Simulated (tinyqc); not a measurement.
Plane-wave Kohn-Sham cycle with exchange-only LDA in a layered model solid, step by step. One step of it, computed by the program tinyqc.

Task: Iteration 1: Hamiltonian at one k. H(m,m') = (k + G_m)^2/2 delta + V(G_m - G_m'), with V(-G) = V(G).

A solid whose potential varies along x alone (atomic units):
```
parameter                      value
period a                   15.700000
cross-section of the cell  15.000000
electrons per cell                 2
grid points                       16
plane waves -n..n, n               2
k points                           2
V1 in V1 cos(2 pi x/a)     -0.360000
V2 in V2 cos(4 pi x/a)     -0.210000
```

V(G_m), m = 0, 1, 2, ... (hartree): [-0.200911, -0.180000, -0.105000, 0.000000, 0.000000]

k = 0.250000 2 pi / a

Give: H.

Result:

H (hartree), order -2, -1, +0, +1, +2:
```
[[0.0443, -0.1800, -0.1050, 0.0000, 0.0000],
 [-0.1800, -0.1559, -0.1800, -0.1050, 0.0000],
 [-0.1050, -0.1800, -0.1959, -0.1800, -0.1050],
 [0.0000, -0.1050, -0.1800, -0.0758, -0.1800],
 [0.0000, 0.0000, -0.1050, -0.1800, 0.2045]]
```
